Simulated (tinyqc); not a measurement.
# X-ray photoelectron analysis of a thin oxide on a semiconductor: attenuation lengths, thickness, angle series and band offsets, step by step

A worked calculation. Computed by tinyqc, a small Python program that keeps every step. Command: `OMP_NUM_THREADS=1 python tinyqc.py 3114270 3114271 out.jsonl xps walk`. One thread of a shared host (Intel(R) Xeon(R) Processor @ 2.30GHz), about 0.01 s of CPU time with the checks. Intermediate numbers are printed to about 6 digits and carried at full precision; extremes and crossings named in words are read from the listed rows.

The same element is seen in the oxide and in the substrate, at nearly the same kinetic energy; films are flat and uniform, and the work function is ignored.

Inputs (values chosen for the exercise, modelled on SiO2 on silicon):

| quantity | value | unit |
|---|---|---|
| photon energy | 1486.6 | eV |
| binding energy of the core level | 99.4 | eV |
| oxide density | 2.16 | g/cm^3 |
| oxide formula mass | 60.08 | g/mol |
| valence electrons per oxide formula | 16 | - |
| oxide gap | 8.81 | eV |
| substrate density | 2.33 | g/cm^3 |
| substrate formula mass | 28.09 | g/mol |
| valence electrons per substrate formula | 4 | - |
| substrate gap | 1.12 | eV |
| oxide thickness d | 0.54 | nm |
| emission angle from the normal | 0 | degrees |
| attenuation length over inelastic mean free path | 0.92 | - |
| carbon overlayer | 0.83 | nm |
| counts in the two peaks together | 300000 | - |
| valence band offset used to make the data | 4.43 | eV |
| core level less valence band top, substrate | 98.87 | eV |
| core level less valence band top, thick oxide | 98.21 | eV |
| field in the oxide | 1.4 | MV/cm |

## Inelastic mean free paths

TPP-2M: lambda = E/(E_p^2 [b ln(c E) - C/E + D/E^2]) in angstrom, E_p = 28.8 sqrt(N_v rho/M), b = -0.10 + 0.944/sqrt(E_p^2 + E_g^2) + 0.069 rho^0.1, c = 0.191/sqrt(rho), U = N_v rho/M, C = 1.97 - 0.91 U, D = 53.4 - 20.8 U, with E = photon energy less binding energy in eV. Attenuation length L = factor x lambda.

kinetic energy E = 1387.2 eV

Terms:

| layer | E_p (eV) | b | c | lambda (nm) |
|---|---|---|---|---|
| oxide | 21.8431 | 0.0146038 | 0.129959 | 3.88497 |
| substrate | 16.5892 | 0.0318658 | 0.125128 | 3.08976 |

L in the oxide = 3.57417 nm

L in the substrate = 2.84258 nm

## Peak ratio

R_0 = (rho_o/M_o) L_o/((rho_s/M_s) L_s); peak ratio R = I_ox/I_sub = R_0 [exp(d/(L_o cos theta)) - 1]; hence d = L_o cos theta ln(1 + R/R_0). A carbon layer weakens both peaks alike, by exp(-d_C/(L_o cos theta)) if its L is taken equal to L_o. This R_0 leaves out intrinsic losses from the substrate peak, so calibrated values can be larger.

R_0 = 0.544982

d/(L_o cos theta) = 0.151084

ratio R = 0.0888835

oxide share of the counts = 0.0816281

attenuation by carbon = 0.792770

depth 3 L_o cos theta = 10.7225 nm

## Error budget of the thickness

With x = d/(L_o cos theta): d ln d/d ln R = (1 - exp(-x))/x = -d ln d/d ln R_0; counting error of R = 1/sqrt(N f (1 - f)), f the oxide share, which times the sensitivity gives that of d; an angle error adds tan(theta) d theta; d is proportional to L_o at fixed R_0. Assumed errors: 5 % in R_0, 1 degree, 5 % in L_o.

sensitivity to R = 0.928123

counting error of d = 0.618893 %

R_0 = 4.64061 %

angle = 0 %

L_o = 5 %

The attenuation length is the largest of these terms.

## Angle series: uniform film or islands?

Islands: half of the surface carries 2 d and half none, R = R_0 (1/2)(1 - t)/(1/2 + t/2) with t = exp(-2 d/(L_o cos theta)); the apparent thickness is read with the uniform formula.

Against the angle:

| theta (degrees) | R, uniform | R, islands | apparent d, islands (nm) |
|---|---|---|---|
| 0 | 0.088884 | 0.081717 | 0.499362 |
| 20 | 0.095060 | 0.086875 | 0.496775 |
| 35 | 0.110383 | 0.099392 | 0.490481 |
| 45 | 0.129819 | 0.114703 | 0.482744 |
| 55 | 0.164234 | 0.140322 | 0.469688 |
| 65 | 0.234203 | 0.186932 | 0.445465 |
| 75 | 0.432028 | 0.286323 | 0.390603 |

A uniform film gives d = 0.54 nm at every angle. The island film of the same volume reads 0.499 nm at normal emission and 0.391 nm at 75 degrees; its ratio cannot pass R_0, since the bare half always shows the substrate.

## Band offsets by core levels

Valence band offset = (E_core - E_v)(substrate) - (E_core - E_v)(oxide) + (core level separation at the interface, oxide less substrate). The separation is made here from the given offset; a uniform field F that raises the binding energy towards the surface shifts the oxide peak by e F <z>, <z> = d/(1 - exp(-x)) - d/x, x = d/(L_o cos theta), being the mean distance from the interface. Conduction band offset = oxide gap - substrate gap - valence band offset.

separation without field = 3.77 eV

<z> = 0.276796 nm

separation with field = 3.80875 eV

apparent valence band offset = 4.46875 eV

true conduction band offset = 3.26 eV

apparent conduction band offset = 3.22125 eV

The field biases both offsets by 0.039 eV, in opposite directions.

Checks made by the program: thickness recovered (relative difference below 1e-10).
